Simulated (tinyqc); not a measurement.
Comparisons within one model: periodic multilayer mirror for extreme ultraviolet light. A value that a table varies takes the place of the one given here.

s polarisation, vacuum above. q_j = sqrt(N_j^2 - sin^2 theta); interface r_jk = (q_j - q_k)/(q_j + q_k) exp(-2 (2 pi/lam)^2 q_j q_k sg^2) (Nevot-Croce; sg = 0 if not given); phase factor of a layer x_j = exp(4 pi i q_j d_j/lam). Each period has the spacer (thickness (1 - Gm) L) on top of the absorber (Gm L). In this recursion R is the amplitude; R in tables and results is the reflectance, its squared modulus. The substrate is of the spacer material. Starting with R = 0 in it, each interface upward gives R -> (r + R x)/(1 + r R x), x that of the layer below the interface (1 for the substrate).

Inputs chosen for the exercise (optical constants near those of Mo and Si at 13.5 nm; the results hold for these values, not for the real material): lam = 13.5 nm (wavelength); dA = (0.0793, 0.00601) (delta and beta of the absorber, N = 1 - delta + i beta); dS = (0.0008, 0.00183) (delta and beta of the spacer and the substrate); L = 6.99 nm (period); Gm = 0.35 (absorber share of the period); theta = 6 degrees (angle from the normal); sg = 0 nm (interface roughness); Np = 40 (periods).

## Number of periods

The last column sets both beta to zero.

Reflectance:
```
periods      R  R without absorption
5        0.106                 0.117
10       0.313                 0.376
15       0.493                 0.624
20       0.608                 0.795
30       0.705                 0.947
40       0.730                 0.987
50       0.735                 0.997
60       0.737                 0.999
80       0.737                 1.000
100      0.737                 1.000
```

What can be read from the table?

R reaches 0.730 at 40 periods and 0.737 at 100; it stays within 0.01 of the last value from 40 periods on. Without absorption the last value is 1.000: absorption, not the count of layers, caps the mirror.

## Wavelength

The optical constants are held fixed.

Reflectance:
```
lam (nm)      R
12.9      0.095
13.0      0.125
13.1      0.140
13.2      0.436
13.3      0.611
13.4      0.691
13.5      0.730
13.6      0.744
13.7      0.729
13.8      0.642
13.9      0.320
14.0      0.057
14.1      0.154
14.2      0.078
14.3      0.013
```

What can be read from the table?

The largest value listed is 0.744 at 13.6 nm, against lam_B = 2 L Re(mean q) = 13.506 nm; the peak lies on the long side, where the nodes of the standing wave fall in the absorber. R exceeds half of that from 13.2 to 13.8 nm of the wavelengths listed, at least 4.4 % of the wavelength; a chain of ten mirrors narrows it, since R^10 falls to half where R has lost only 7 %.

## Absorber share

For each Gm the period is set so that lam_B = 2 L Re(mean q) equals lam - 0.09 nm.

Results:
```
Gm    L (nm)      R
0.15   6.829  0.513
0.20   6.856  0.632
0.25   6.884  0.696
0.30   6.912  0.728
0.35   6.940  0.744
0.40   6.969  0.748
0.45   6.998  0.746
0.50   7.027  0.738
0.60   7.085  0.704
0.70   7.145  0.635
```

What does this show?

The largest value listed is 0.748 at 0.4. The contrast of a period goes as sin(pi Gm) and is largest at 0.5, while the loss grows with Gm; R is 0.738 at 0.5, 0.728 at 0.3 and 0.635 at 0.7. Absorption pulls the best share below 0.5.

## Angle of incidence

Results:
```
theta (degrees)  lam_B (nm)      R
0                    13.585  0.701
2                    13.576  0.705
4                    13.550  0.716
6                    13.506  0.730
8                    13.444  0.741
10                   13.366  0.743
12                   13.270  0.715
14                   13.156  0.550
16                   13.026  0.064
18                   12.878  0.155
20                   12.714  0.023
```

How do the results move?

lam_B = 2 L Re(mean q) falls with the angle, from 13.585 to 12.714 nm; the largest value listed is 0.743 at 10 degrees. R stays above 90 % of that value at 0, 2, 4, 6, 8, 10 and 12 degrees, which bounds the cone of light that a mask or mirror with this period accepts.

## Tolerances

R of the mirror, and R^10 for a chain of ten such mirrors. Each row changes one parameter from the base and keeps the others.

Results:
```
case                         R    R^10
base                    0.7295  0.0427
L = 7.03 nm             0.7023  0.0292
Gm = 0.39               0.7425  0.0510
theta = 8 degrees       0.7413  0.0501
sg = 0.2 nm             0.7253  0.0403
dA = (0.0793, 0.00721)  0.7034  0.0296
lam = 13.55 nm          0.7395  0.0489
```

How do the results move?

The largest shifts from the base row, up to three for each result and ties (the steps differ in size, so this ranks the rows, not the parameters). R: L -0.0272, dA -0.0261, Gm +0.0130. R^10: L -0.0135, dA -0.0130, Gm +0.00827.

(tinyqc, `OMP_NUM_THREADS=1 python tinyqc.py 1682490 1682491 out.jsonl`, Intel(R) Xeon(R) Processor @ 2.30GHz, 1 thread, shared host, about 0.01 s.)
